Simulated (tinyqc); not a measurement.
Comparisons within one model: Bethe-Salpeter matrix of a two-band chain (Tamm-Dancoff form). A value that a table varies takes the place of the one given here.

One valence and one conduction band, lattice period 1, mesh k = 2 pi j/N. Pair energies D(k) = Eg + 2 t sum(1 - cos k), t = tc + tv. Screened attraction W(R) = U at R = 0 and V/|R| otherwise, R over the N cells with the nearest image; W(q) = sum_R W(R) cos(q R). H(k, k') = D(k) delta - W(k - k')/Nk + 2 J/Nk for singlets (J = 0 for triplets), Nk the number of k points. With a constant transition dipole the strength of a state is f = (sum_k A_k)^2/Nk, and the f sum to 1.

Values chosen for the exercise: Eg = 5.1 eV (quasiparticle gap); tc = 0.31 eV (conduction hopping); tv = 0.42 eV (valence hopping); U = 0.46 eV (attraction in the same cell); V = 0.17 eV (attraction at one cell distance); J = 0.34 eV (exchange in the same cell); fs = (0.2, 0.4, 0.7, 1, 1.4, 2, 2.6) (scale factors of U and V).

## Convergence with the k mesh

Lowest triplet and singlet, and f of the singlet, against N.

Results:

| N | Eg - E triplet (eV) | Eg - E singlet (eV) | f singlet |
|---|---|---|---|
| 4 | 0.2350 | 0.0628 | 0.1880 |
| 6 | 0.1938 | 0.0657 | 0.1203 |
| 8 | 0.1733 | 0.0615 | 0.0914 |
| 12 | 0.1575 | 0.0532 | 0.0685 |
| 20 | 0.1531 | 0.0444 | 0.0613 |
| 40 | 0.1530 | 0.0407 | 0.0677 |
| 100 | 0.1530 | 0.0407 | 0.0683 |

What does this show?

The coarsest mesh misjudges the singlet binding by +0.0222 eV against the finest: a mesh of N points along an axis repeats the pair every N cells. The triplet is within 1 meV of the last row from N = 20 on. The singlet is within 1 meV of the last row from N = 40 on.

## Strength of the attraction

Triplets, N = 100; U and V scaled together, as weaker screening would do. f is the weight at R = 0. For V = 0 the infinite chain has binding sqrt(4 t^2 + U^2) - 2t and f = U/sqrt(4 t^2 + U^2), t = tc + tv.

Results:

| scale | U/t | binding (eV) | f | Eg - second level (eV) | contact formula (eV) |
|---|---|---|---|---|---|
| 0.20 | 0.13 | 0.0139 | 0.098 | 0.0000 | 0.0029 |
| 0.40 | 0.25 | 0.0399 | 0.159 | 0.0013 | 0.0115 |
| 0.70 | 0.44 | 0.0912 | 0.232 | 0.0047 | 0.0351 |
| 1.0 | 0.63 | 0.1530 | 0.293 | 0.0098 | 0.0708 |
| 1.4 | 0.88 | 0.2475 | 0.364 | 0.0193 | 0.1357 |
| 2.0 | 1.26 | 0.4091 | 0.453 | 0.0391 | 0.2657 |
| 2.6 | 1.64 | 0.5891 | 0.529 | 0.0654 | 0.4273 |

What can be read from the table?

The binding grows with exponent 1.52 between scales 0.2 and 0.4 and 1.39 over the last two rows (below 2 for a wide pair in a chain, where 1/|R| brings logarithms, 1 for a pair held in one cell). f rises from 0.098 to 0.529. On this mesh a second level lies below the gap from scale 0.4 on; in an infinite lattice the tail V/|R| binds a whole series at any scale. The tail V/|R| adds 0.162 eV to the contact value in the last row and 0.011 eV in the first.

## Exciton band

Triplets, solved in the electron-hole distance R on a ring of 60 cells, total momentum Q: D = Eg + 2 tc (1 - cos(k + Q/2)) + 2 tv (1 - cos(k - Q/2)), so the hopping in R has size |t(Q)| = sqrt(tc^2 + tv^2 + 2 tc tv cos Q) and the continuum starts at Eg + 2 (tc + tv) - 2 |t(Q)|.

Results:

| Q/pi | \|t(Q)\| (eV) | continuum edge (eV) | exciton (eV) | binding (eV) | weight at R = 0 |
|---|---|---|---|---|---|
| 0.000 | 0.7300 | 5.1000 | 4.9470 | 0.1530 | 0.293 |
| 0.167 | 0.7057 | 5.1486 | 4.9933 | 0.1553 | 0.300 |
| 0.333 | 0.6346 | 5.2908 | 5.1282 | 0.1626 | 0.321 |
| 0.500 | 0.5220 | 5.5160 | 5.3393 | 0.1767 | 0.363 |
| 0.667 | 0.3772 | 5.8055 | 5.6037 | 0.2019 | 0.444 |
| 0.833 | 0.2168 | 6.1265 | 5.8769 | 0.2496 | 0.609 |
| 1.000 | 0.1100 | 6.3400 | 6.0275 | 0.3125 | 0.811 |

What does this show, and why?

The exciton band is 1.0805 eV wide, against 1.2400 eV for the edge of the continuum: binding narrows it, since electron and hole must hop together. The binding grows from 0.153 to 0.313 eV as |t(Q)| falls. Between the first two rows the exciton rises 0.95 times as much as the edge, so it is heavier than the free pair.

## What each parameter does

N = 100: lowest singlet, its binding and f, and the singlet-triplet splitting. Each row changes one parameter from the base and keeps the others.

Results:

| case | singlet (eV) | binding (eV) | f | splitting (eV) |
|---|---|---|---|---|
| base | 5.0593 | 0.0407 | 0.068 | 0.1123 |
| Eg = 5.3 eV | 5.2593 | 0.0407 | 0.068 | 0.1123 |
| tc = 0.4 eV | 5.0608 | 0.0392 | 0.067 | 0.1061 |
| tv = 0.25 eV | 5.0558 | 0.0442 | 0.070 | 0.1273 |
| U = 0.55 eV | 5.0524 | 0.0476 | 0.086 | 0.1336 |
| V = 0.27 eV | 5.0147 | 0.0853 | 0.090 | 0.1189 |
| J = 0.51 eV | 5.0746 | 0.0254 | 0.028 | 0.1276 |

What can be read from the table?

The largest shifts from the base row, up to three for each result and ties (the steps differ in size, so this ranks the rows, not the parameters). singlet (eV): Eg +0.2000, V -0.0446, J +0.0152. binding (eV): V +0.0446, J -0.0152, U +0.0069; unchanged at the printed digits by Eg. f: J -0.041, V +0.022, U +0.018; unchanged at the printed digits by Eg. splitting (eV): U +0.0212, J +0.0152, tv +0.0150; unchanged at the printed digits by Eg. At zero total momentum only the sum tc + tv enters.

Program tinyqc; command `OMP_NUM_THREADS=1 python tinyqc.py 1251729 1251730 out.jsonl`; about 0.1 s on one thread of a shared Intel(R) Xeon(R) Processor @ 2.30GHz.
